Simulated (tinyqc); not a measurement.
RKS/exchange-only LDA in the 6-31g basis, for H3+, spin multiplicity 1, step by step. Computed by tinyqc, a small Python program that keeps every step (integrals from PySCF). Settings: charge = 1, multiplicity = 1, basis = 6-31g, energy threshold = 1e-08, iteration cap = 66, orthogonalisation = symmetric, start = atomic densities, DIIS depth = 6, method = RKS, functional = Slater exchange alone, grid = [20, 86]. Command: `OMP_NUM_THREADS=1 python tinyqc.py 23084 23085 out.jsonl` (the two numbers bound the seeds that draw the settings). One thread of a shared host (Intel(R) Xeon(R) Processor @ 2.60GHz), about 0.2 s of CPU time with the checks. Later iterations appear only in the table of the cycle.

## One-electron integrals

Geometry (angstrom):
```
atom,x,y,z
H,0.000000,0.000000,0.000000
H,0.000000,0.000000,0.976000
H,0.000000,0.930000,0.488000
```

Basis 6-31g: exponents (1/bohr^2) and contraction coefficients of normalised primitives:
```
element,l (shell),exponent,coefficient
H,s (1),18.731137,0.033495
H,s (1),2.825394,0.234727
H,s (1),0.640122,0.813757
H,s (2),0.161278,1.000000
```

Overlap, kinetic and nuclear-attraction integrals over the contracted functions; the nuclear repulsion is the sum of Za Zb / Rab.

nuclear repulsion = 1.54989777 hartree

overlap S, lower triangle:
```
,1H 1s,1H 2s,2H 1s,2H 2s,3H 1s,3H 2s
1H 1s,1.000000
1H 2s,0.658292,1.000000
2H 1s,0.269050,0.420979,1.000000
2H 2s,0.420979,0.760096,0.658292,1.000000
3H 1s,0.222362,0.392299,0.222362,0.392299,1.000000
3H 2s,0.392299,0.727865,0.392299,0.727865,0.658292,1.000000
```

kinetic energy T (hartree), lower triangle:
```
,1H 1s,1H 2s,2H 1s,2H 2s,3H 1s,3H 2s
1H 1s,1.395678
1H 2s,0.259735,0.241917
2H 1s,0.040622,0.116308,1.395678
2H 2s,0.116308,0.150253,0.259735,0.241917
3H 1s,0.005726,0.101081,0.005726,0.101081,1.395678
3H 2s,0.101081,0.138795,0.101081,0.138795,0.259735,0.241917
```

nuclear attraction V (hartree), lower triangle:
```
,1H 1s,1H 2s,2H 1s,2H 2s,3H 1s,3H 2s
1H 1s,-2.697640
1H 2s,-1.421194,-1.555913
2H 1s,-0.686832,-0.945208,-2.697640
2H 2s,-0.945208,-1.256146,-1.421194,-1.555913
3H 1s,-0.556327,-0.869689,-0.556327,-0.869689,-2.659942
3H 2s,-0.879934,-1.203482,-0.879934,-1.203482,-1.398622,-1.536788
```

core Hamiltonian H = T + V (hartree), lower triangle:
```
,1H 1s,1H 2s,2H 1s,2H 2s,3H 1s,3H 2s
1H 1s,-1.301961
1H 2s,-1.161459,-1.313997
2H 1s,-0.646210,-0.828900,-1.301961
2H 2s,-0.828900,-1.105892,-1.161459,-1.313997
3H 1s,-0.550601,-0.768608,-0.550601,-0.768608,-1.264263
3H 2s,-0.778853,-1.064687,-0.778853,-1.064687,-1.138887,-1.294872
```

## Two-electron integrals

Functions are numbered as in S; the eight-fold symmetry (ij|kl) = (ji|kl) = (kl|ij) leaves the list below.

Two-electron integrals (ij|kl) in chemists' order, unique and non-zero (hartree):
```
i,j,k,l,(ij|kl)
1,1,1,1,1.076566
2,1,1,1,0.578470
2,1,2,1,0.329423
2,2,1,1,0.587396
2,2,2,1,0.361304
2,2,2,2,0.453150
3,1,1,1,0.220285
3,1,2,1,0.128108
3,1,2,2,0.144458
3,1,3,1,0.067642
3,2,1,1,0.248701
3,2,2,1,0.154477
3,2,2,2,0.195189
3,2,3,1,0.088343
3,2,3,2,0.133622
3,3,1,1,0.530834
3,3,2,1,0.338908
3,3,2,2,0.447296
3,3,3,1,0.220285
3,3,3,2,0.360554
3,3,3,3,1.076566
4,1,1,1,0.360554
4,1,2,1,0.206544
4,1,2,2,0.228666
4,1,3,1,0.088343
4,1,3,2,0.109549
4,1,3,3,0.248701
4,1,4,1,0.133622
4,2,1,1,0.414323
4,2,2,1,0.257195
4,2,2,2,0.329318
4,2,3,1,0.117851
4,2,3,2,0.170638
4,2,3,3,0.414323
4,2,4,1,0.170638
4,2,4,2,0.261806
4,3,1,1,0.338908
4,3,2,1,0.214918
4,3,2,2,0.283714
4,3,3,1,0.128108
4,3,3,2,0.206544
4,3,3,3,0.578470
4,3,4,1,0.154477
4,3,4,2,0.257195
4,3,4,3,0.329423
4,4,1,1,0.447296
4,4,2,1,0.283714
4,4,2,2,0.382313
4,4,3,1,0.144458
4,4,3,2,0.228666
4,4,3,3,0.587396
4,4,4,1,0.195189
4,4,4,2,0.329318
4,4,4,3,0.361304
4,4,4,4,0.453150
5,1,1,1,0.176653
5,1,2,1,0.103461
5,1,2,2,0.117974
5,1,3,1,0.045280
5,1,3,2,0.057180
5,1,3,3,0.128345
5,1,4,1,0.067872
5,1,4,2,0.089557
5,1,4,3,0.080700
5,1,4,4,0.103356
5,1,5,1,0.045810
5,2,1,1,0.221250
5,2,2,1,0.138410
5,2,2,2,0.177557
5,2,3,1,0.062626
5,2,3,2,0.088284
5,2,3,3,0.205122
5,2,4,1,0.092199
5,2,4,2,0.139952
5,2,4,3,0.129756
5,2,4,4,0.170479
5,2,5,1,0.067186
5,2,5,2,0.115894
5,3,1,1,0.128345
5,3,2,1,0.080700
5,3,2,2,0.103356
5,3,3,1,0.045280
5,3,3,2,0.067872
5,3,3,3,0.176653
5,3,4,1,0.057180
5,3,4,2,0.089557
5,3,4,3,0.103461
5,3,4,4,0.117974
5,3,5,1,0.038245
5,3,5,2,0.063987
5,3,5,3,0.045810
5,4,1,1,0.205122
5,4,2,1,0.129756
5,4,2,2,0.170479
5,4,3,1,0.062626
5,4,3,2,0.092199
5,4,3,3,0.221250
5,4,4,1,0.088284
5,4,4,2,0.139952
5,4,4,3,0.138410
5,4,4,4,0.177557
5,4,5,1,0.063987
5,4,5,2,0.114097
5,4,5,3,0.067186
5,4,5,4,0.115894
5,5,1,1,0.497042
5,5,2,1,0.319779
5,5,2,2,0.431039
5,5,3,1,0.146987
5,5,3,2,0.215728
5,5,3,3,0.497042
5,5,4,1,0.215728
5,5,4,2,0.347645
5,5,4,3,0.319779
5,5,4,4,0.431039
5,5,5,1,0.176653
5,5,5,2,0.334639
5,5,5,3,0.176653
5,5,5,4,0.334639
5,5,5,5,1.076566
6,1,1,1,0.334639
6,1,2,1,0.191876
6,1,2,2,0.212738
6,1,3,1,0.078102
6,1,3,2,0.095849
6,1,3,3,0.213499
6,1,4,1,0.122216
6,1,4,2,0.155073
6,1,4,3,0.134321
6,1,4,4,0.174266
6,1,5,1,0.067186
6,1,5,2,0.092595
6,1,5,3,0.053832
6,1,5,4,0.087274
6,1,5,5,0.221250
6,1,6,1,0.115894
6,2,1,1,0.392264
6,2,2,1,0.243831
6,2,2,2,0.313172
6,2,3,1,0.103868
6,2,3,2,0.146085
6,2,3,3,0.342855
6,2,4,1,0.157994
6,2,4,2,0.238041
6,2,4,3,0.216335
6,2,4,4,0.287812
6,2,5,1,0.093137
6,2,5,2,0.151602
6,2,5,3,0.086686
6,2,5,4,0.148083
6,2,5,5,0.392264
6,2,6,1,0.151602
6,2,6,2,0.240073
6,3,1,1,0.213499
6,3,2,1,0.134321
6,3,2,2,0.174266
6,3,3,1,0.078102
6,3,3,2,0.122216
6,3,3,3,0.334639
6,3,4,1,0.095849
6,3,4,2,0.155073
6,3,4,3,0.191876
6,3,4,4,0.212738
6,3,5,1,0.053832
6,3,5,2,0.087274
6,3,5,3,0.067186
6,3,5,4,0.092595
6,3,5,5,0.221250
6,3,6,1,0.085531
6,3,6,2,0.136882
6,3,6,3,0.115894
6,4,1,1,0.342855
6,4,2,1,0.216335
6,4,2,2,0.287812
6,4,3,1,0.103868
6,4,3,2,0.157994
6,4,3,3,0.392264
6,4,4,1,0.146085
6,4,4,2,0.238041
6,4,4,3,0.243831
6,4,4,4,0.313172
6,4,5,1,0.086686
6,4,5,2,0.148083
6,4,5,3,0.093137
6,4,5,4,0.151602
6,4,5,5,0.392264
6,4,6,1,0.136882
6,4,6,2,0.229535
6,4,6,3,0.151602
6,4,6,4,0.240073
6,5,1,1,0.319779
6,5,2,1,0.204235
6,5,2,2,0.274373
6,5,3,1,0.093213
6,5,3,2,0.136840
6,5,3,3,0.319779
6,5,4,1,0.136840
6,5,4,2,0.220020
6,5,4,3,0.204235
6,5,4,4,0.274373
6,5,5,1,0.103461
6,5,5,2,0.191876
6,5,5,3,0.103461
6,5,5,4,0.191876
6,5,5,5,0.578470
6,5,6,1,0.138410
6,5,6,2,0.243831
6,5,6,3,0.138410
6,5,6,4,0.243831
6,5,6,5,0.329423
6,6,1,1,0.431039
6,6,2,1,0.274373
6,6,2,2,0.373022
6,6,3,1,0.121628
6,6,3,2,0.180902
6,6,3,3,0.431039
6,6,4,1,0.180902
6,6,4,2,0.294870
6,6,4,3,0.274373
6,6,4,4,0.373022
6,6,5,1,0.117974
6,6,5,2,0.212738
6,6,5,3,0.117974
6,6,5,4,0.212738
6,6,5,5,0.587396
6,6,6,1,0.177557
6,6,6,2,0.313172
6,6,6,3,0.177557
6,6,6,4,0.313172
6,6,6,5,0.361304
6,6,6,6,0.453150
```

## Orthogonalisation

S = U s U^T; symmetric (Loewdin) form X = U s^(-1/2) U^T, so that X^T S X = 1.

eigenvalues of S: 0.143961  0.162452  0.430972  0.826893  0.913456  3.522267

X, lower triangle:
```
,1H 1s,1H 2s,2H 1s,2H 2s,3H 1s,3H 2s
1H 1s,1.261096
1H 2s,-0.510138,1.870806
2H 1s,-0.054378,0.023568,1.261096
2H 2s,0.023568,-0.549011,-0.510138,1.870806
3H 1s,-0.026523,0.016793,-0.026523,0.016793,1.258083
3H 2s,0.021240,-0.459452,0.021240,-0.459452,-0.508052,1.796863
```

## Starting guess

The start is atomic minimal-basis densities projected into this basis (PySCF's MINAO start) and scaled to the electron count of each spin; this density is not idempotent, so its energy is not variational and may lie below the converged one.

D at the start, lower triangle:
```
,1H 1s,1H 2s,2H 1s,2H 2s,3H 1s,3H 2s
1H 1s,0.181389
1H 2s,0.196685,0.213766
2H 1s,-0.004998,0.001054,0.181389
2H 2s,0.001054,0.008433,0.196685,0.213766
3H 1s,-0.005361,0.000904,-0.005361,0.000904,0.181189
3H 2s,0.001365,0.009057,0.001365,0.009057,0.196825,0.214397
```

## Iteration 1: exchange-correlation on the grid

Becke grid with 20 radial and 86 angular points per atom, points of zero weight dropped. rho = sum D_ij phi_i phi_j; V_xc,ij = sum w v_xc phi_i phi_j; v_xc is d(rho eps)/d rho.

The 16 grid points with the largest w rho, of 5156 (bohr, atomic units):
```
x,y,z,w,rho,eps_xc,v_xc
-0.854201,0.903244,0.689598,0.049136,0.037400,-0.246988,-0.329318
0.854201,0.903244,0.689598,0.049136,0.037400,-0.246988,-0.329318
0.854201,0.903244,1.154774,0.049136,0.037400,-0.246988,-0.329318
-0.854201,0.903244,1.154774,0.049136,0.037400,-0.246988,-0.329318
-1.140811,1.297048,0.922186,0.070331,0.026129,-0.219160,-0.292213
1.140811,1.297048,0.922186,0.070331,0.026129,-0.219160,-0.292213
-1.048776,0.454689,0.454689,0.061140,0.030040,-0.229588,-0.306118
1.048776,0.454689,0.454689,0.061140,0.030040,-0.229588,-0.306118
1.048776,0.454689,1.389684,0.061140,0.030040,-0.229588,-0.306118
-1.048776,0.454689,1.389684,0.061140,0.030040,-0.229588,-0.306118
1.140811,0.000000,0.460397,0.068692,0.026503,-0.220201,-0.293601
-1.140811,0.000000,0.460397,0.068692,0.026503,-0.220201,-0.293601
-1.140811,0.000000,1.383975,0.068692,0.026503,-0.220201,-0.293601
1.140811,0.000000,1.383975,0.068692,0.026503,-0.220201,-0.293601
-1.480865,1.159812,0.922186,0.128082,0.014078,-0.178332,-0.237776
1.480865,1.159812,0.922186,0.128082,0.014078,-0.178332,-0.237776
```

electrons on the grid, sum of w rho = 1.999932

E_xc = sum of w rho eps_xc = -0.46948115 hartree

V_xc (hartree), lower triangle:
```
,1H 1s,1H 2s,2H 1s,2H 2s,3H 1s,3H 2s
1H 1s,-0.391363
1H 2s,-0.218088,-0.232137
2H 1s,-0.103448,-0.144517,-0.391363
2H 2s,-0.144517,-0.189212,-0.218088,-0.232137
3H 1s,-0.084192,-0.133410,-0.084192,-0.133410,-0.388147
3H 2s,-0.134497,-0.181322,-0.134497,-0.181322,-0.215691,-0.229445
```

## Iteration 1: building the Kohn-Sham matrix

J_ij = sum D_kl (ij|kl); F = H + J + V_xc; E = tr D H + tr D J / 2 + E_xc + E_nn.

Coulomb J (hartree), lower triangle:
```
,1H 1s,1H 2s,2H 1s,2H 2s,3H 1s,3H 2s
1H 1s,1.200350
1H 2s,0.727128,0.901288
2H 1s,0.336993,0.482468,1.200350
2H 2s,0.482468,0.718279,0.727128,0.901288
3H 1s,0.277353,0.446044,0.277353,0.446044,1.183037
3H 2s,0.450208,0.688553,0.450208,0.688553,0.717364,0.892595
```

Kohn-Sham matrix F (hartree), lower triangle:
```
,1H 1s,1H 2s,2H 1s,2H 2s,3H 1s,3H 2s
1H 1s,-0.492974
1H 2s,-0.652419,-0.644845
2H 1s,-0.412665,-0.490950,-0.492974
2H 2s,-0.490950,-0.576826,-0.652419,-0.644845
3H 1s,-0.357439,-0.455975,-0.357439,-0.455975,-0.469373
3H 2s,-0.463142,-0.557455,-0.463142,-0.557455,-0.637214,-0.631722
```

total energy of this density = -0.81453107 hartree

This density is the starting one; it is not idempotent, so its energy is not variational and may lie below the converged one.

## Iteration 1: diagonalisation and new density

Diagonalise F' = X^T F X, C = X C', fill 1 alpha and 1 beta electrons from the bottom; D = 2 C_occ C_occ^T. Each column has its largest component positive (the first on a tie).

F' = X^T F X (hartree), lower triangle:
```
,1,2,3,4,5,6
1,-0.099480
2,-0.468819,-0.109161
3,-0.167860,-0.053064,-0.099480
4,-0.053064,-0.105064,-0.468819,-0.109161
5,-0.119452,-0.055198,-0.119452,-0.055198,-0.088081
6,-0.054462,-0.099623,-0.054462,-0.099623,-0.470638,-0.109485
```

orbital energies (hartree): MO1 -0.918556, MO2 -0.414716, MO3 -0.385190, MO4 0.237701, MO5 0.416440, MO6 0.449473

coefficients C:
```
,MO1,MO2,MO3,MO4,MO5,MO6
1H 1s,0.318424,-0.208292,0.350334,0.706562,0.451226,-0.940704
1H 2s,0.153227,-0.492636,1.006341,-0.629882,-0.735122,1.434383
2H 1s,0.318424,-0.208292,-0.350334,0.706562,0.451226,0.940704
2H 2s,0.153227,-0.492636,-1.006341,-0.629882,-0.735122,-1.434383
3H 1s,0.292766,0.419105,0.000000,0.583637,-1.113942,0.000000
3H 2s,0.142708,1.033860,0.000000,-0.378712,1.636237,0.000000
```

D after iteration 1, lower triangle:
```
,1H 1s,1H 2s,2H 1s,2H 2s,3H 1s,3H 2s
1H 1s,0.202788
1H 2s,0.097583,0.046957
2H 1s,0.202788,0.097583,0.202788
2H 2s,0.097583,0.046957,0.097583,0.046957
3H 1s,0.186447,0.089719,0.186447,0.089719,0.171423
3H 2s,0.090883,0.043733,0.090883,0.043733,0.083560,0.040731
```

## Iteration 2: exchange-correlation on the grid

As before.

The 16 grid points with the largest w rho, of 5156 (bohr, atomic units):
```
x,y,z,w,rho,eps_xc,v_xc
-0.175632,0.645025,1.199348,0.024250,0.120618,-0.364913,-0.486551
0.175632,0.645025,1.199348,0.024250,0.120618,-0.364913,-0.486551
-0.175632,0.645025,0.645025,0.024250,0.120618,-0.364913,-0.486551
0.175632,0.645025,0.645025,0.024250,0.120618,-0.364913,-0.486551
0.000000,0.828489,0.922186,0.023410,0.122033,-0.366334,-0.488446
0.347656,0.895995,0.922186,0.026841,0.105785,-0.349296,-0.465728
-0.347656,0.895995,0.922186,0.026841,0.105785,-0.349296,-0.465728
-0.536333,0.536333,1.308039,0.030050,0.092607,-0.334143,-0.445524
0.536333,0.536333,1.308039,0.030050,0.092607,-0.334143,-0.445524
0.536333,0.536333,0.536333,0.030050,0.092607,-0.334143,-0.445524
-0.536333,0.536333,0.536333,0.030050,0.092607,-0.334143,-0.445524
0.000000,0.347656,0.982923,0.020835,0.133257,-0.377237,-0.502983
0.000000,0.347656,0.861450,0.020835,0.133257,-0.377237,-0.502983
-0.343345,0.343345,1.052420,0.023175,0.116063,-0.360260,-0.480346
0.343345,0.343345,1.052420,0.023175,0.116063,-0.360260,-0.480346
-0.343345,0.343345,0.791953,0.023175,0.116063,-0.360260,-0.480346
```

electrons on the grid, sum of w rho = 1.999857

E_xc = sum of w rho eps_xc = -0.53709384 hartree

V_xc (hartree), lower triangle:
```
,1H 1s,1H 2s,2H 1s,2H 2s,3H 1s,3H 2s
1H 1s,-0.414368
1H 2s,-0.227239,-0.228946
2H 1s,-0.113779,-0.153308,-0.414368
2H 2s,-0.153308,-0.189694,-0.227239,-0.228946
3H 1s,-0.091479,-0.138003,-0.091479,-0.138003,-0.394310
3H 2s,-0.142433,-0.180634,-0.142433,-0.180634,-0.217246,-0.221883
```

## Iteration 2: building the Kohn-Sham matrix

As before.

Coulomb J (hartree), lower triangle:
```
,1H 1s,1H 2s,2H 1s,2H 2s,3H 1s,3H 2s
1H 1s,1.311121
1H 2s,0.785587,0.950009
2H 1s,0.374434,0.525694,1.311121
2H 2s,0.525694,0.761755,0.785587,0.950009
3H 1s,0.304350,0.476096,0.304350,0.476096,1.249397
3H 2s,0.489327,0.726020,0.489327,0.726020,0.754986,0.927776
```

Kohn-Sham matrix F (hartree), lower triangle:
```
,1H 1s,1H 2s,2H 1s,2H 2s,3H 1s,3H 2s
1H 1s,-0.405208
1H 2s,-0.603112,-0.592933
2H 1s,-0.385554,-0.456515,-0.405208
2H 2s,-0.456515,-0.533831,-0.603112,-0.592933
3H 1s,-0.337729,-0.430516,-0.337729,-0.430516,-0.409176
3H 2s,-0.431959,-0.519301,-0.431959,-0.519301,-0.601147,-0.588978
```

total energy of this density = -1.17859926 hartree

## Iteration 2: DIIS over 2 matrices

error matrix X^T (FDS - SDF) X:
```
,1,2,3,4,5,6
1,0.000000,0.018657,0.000000,0.018657,0.011751,0.020266
2,-0.018657,0.000000,-0.018657,0.000000,-0.006207,0.002197
3,0.000000,0.018657,0.000000,0.018657,0.011751,0.020266
4,-0.018657,0.000000,-0.018657,0.000000,-0.006207,0.002197
5,-0.011751,0.006207,-0.011751,0.006207,0.000000,0.008126
6,-0.020266,-0.002197,-0.020266,-0.002197,-0.008126,0.000000
```

B (overlaps of the stored error matrices):
```
,1,2
1,1.4003485e-01,-2.3316904e-02
2,-2.3316904e-02,5.2854404e-03
```

Minimise |sum c_i e_i|^2 with sum c_i = 1: solve [B -1; -1 0][c; lambda] = [0; -1] with B_ij = tr e_i^T e_j, and take F = sum c_i F_i.

DIIS coefficients: 0.149006  0.850994

extrapolated F (hartree), lower triangle:
```
,1H 1s,1H 2s,2H 1s,2H 2s,3H 1s,3H 2s
1H 1s,-0.418286
1H 2s,-0.610459,-0.600669
2H 1s,-0.389594,-0.461646,-0.418286
2H 2s,-0.461646,-0.540238,-0.610459,-0.600669
3H 1s,-0.340666,-0.434310,-0.340666,-0.434310,-0.418146
3H 2s,-0.436605,-0.524986,-0.436605,-0.524986,-0.606521,-0.595347
```

## Iteration 2: diagonalisation and new density

As before.

F' = X^T F X (hartree), lower triangle:
```
,1,2,3,4,5,6
1,-0.023536
2,-0.466485,-0.079310
3,-0.165629,-0.048581,-0.023536
4,-0.048581,-0.101660,-0.466485,-0.079310
5,-0.117788,-0.052997,-0.117788,-0.052997,-0.036877
6,-0.049739,-0.097744,-0.049739,-0.097744,-0.468900,-0.087122
```

orbital energies (hartree): MO1 -0.856034, MO2 -0.376264, MO3 -0.339949, MO4 0.280107, MO5 0.458058, MO6 0.504392

coefficients C:
```
,MO1,MO2,MO3,MO4,MO5,MO6
1H 1s,0.301105,-0.201381,0.324167,0.694789,0.483388,-0.950039
1H 2s,0.157364,-0.513077,1.045651,-0.596648,-0.747879,1.405984
2H 1s,0.301105,-0.201381,-0.324167,0.694789,0.483388,0.950039
2H 2s,0.157364,-0.513077,-1.045651,-0.596648,-0.747879,-1.405984
3H 1s,0.293499,0.393868,0.000000,0.629433,-1.097907,0.000000
3H 2s,0.162807,1.062381,0.000000,-0.442588,1.599651,0.000000
```

D after iteration 2, lower triangle:
```
,1H 1s,1H 2s,2H 1s,2H 2s,3H 1s,3H 2s
1H 1s,0.181329
1H 2s,0.094767,0.049527
2H 1s,0.181329,0.094767,0.181329
2H 2s,0.094767,0.049527,0.094767,0.049527
3H 1s,0.176748,0.092373,0.176748,0.092373,0.172283
3H 2s,0.098044,0.051240,0.098044,0.051240,0.095567,0.053012
```

## Iteration 6 (converged): orbitals

converged F (hartree), lower triangle:
```
,1H 1s,1H 2s,2H 1s,2H 2s,3H 1s,3H 2s
1H 1s,-0.417074
1H 2s,-0.609661,-0.599575
2H 1s,-0.389136,-0.461030,-0.417074
2H 2s,-0.461030,-0.539271,-0.609661,-0.599575
3H 1s,-0.339428,-0.431869,-0.339428,-0.431869,-0.409705
3H 2s,-0.435658,-0.523086,-0.435658,-0.523086,-0.602244,-0.591836
```

As before.

F' = X^T F X (hartree), lower triangle:
```
,1,2,3,4,5,6
1,-0.022369
2,-0.466479,-0.079098
3,-0.165546,-0.048516,-0.022369
4,-0.048516,-0.101932,-0.466479,-0.079098
5,-0.117685,-0.052248,-0.117685,-0.052248,-0.028049
6,-0.049777,-0.097402,-0.049777,-0.097402,-0.468599,-0.084504
```

orbital energies (hartree): MO1 -0.852883, MO2 -0.372920, MO3 -0.339267, MO4 0.281808, MO5 0.462498, MO6 0.505278

coefficients C:
```
,MO1,MO2,MO3,MO4,MO5,MO6
1H 1s,0.302141,-0.198629,0.323843,0.700756,0.475197,-0.950149
1H 2s,0.159877,-0.514061,1.046130,-0.605649,-0.739387,1.405628
2H 1s,0.302141,-0.198629,-0.323843,0.700756,0.475197,0.950149
2H 2s,0.159877,-0.514061,-1.046130,-0.605649,-0.739387,-1.405628
3H 1s,0.289098,0.391960,0.000000,0.616733,-1.106928,0.000000
3H 2s,0.159480,1.068200,0.000000,-0.422695,1.601490,0.000000
```

D after iteration 6, lower triangle:
```
,1H 1s,1H 2s,2H 1s,2H 2s,3H 1s,3H 2s
1H 1s,0.182578
1H 2s,0.096611,0.051122
2H 1s,0.182578,0.096611,0.182578
2H 2s,0.096611,0.051122,0.096611,0.051122
3H 1s,0.174697,0.092441,0.174697,0.092441,0.167155
3H 2s,0.096371,0.050995,0.096371,0.050995,0.092211,0.050868
```

## Convergence

Stop when the energy changes by less than 1e-08 hartree and every element of the error matrix X^T (F D S - S D F) X is below 3e-05.

Course of the cycle:
```
iteration,E (hartree),change,largest element of the error matrix
1,-0.81453107,-,1.08e-01
2,-1.17859926,-3.64e-01,2.03e-02
3,-1.17964613,-1.05e-03,5.29e-03
4,-1.17970611,-6.00e-05,8.38e-04
5,-1.17970803,-1.91e-06,3.69e-06
6,-1.17970803,-3.39e-11,3.18e-08
```

PySCF RKS in the same basis, fine grid = -1.17974529 hartree

Converged in 6 iterations. The coarse grid moves the energy by +3.73e-05 hartree.

## Populations, bond orders and dipole

Mulliken: Z minus the diagonal of D S on the atom; Loewdin: the same with S^(1/2) D S^(1/2); Mayer order: 2 sum_s sum (D(s) S)_ij (D(s) S)_ji over the two atoms.

Charges (e):
```
atom,Mulliken,Loewdin
1H,0.319747,0.318821
2H,0.319747,0.318821
3H,0.360506,0.362358
```

Mayer bond orders:
```
pair,order
2-1,0.462744
3-1,0.435018
3-2,0.435018
```

dipole moment about the origin, x y z (debye): 0.000000  1.619028  2.343964
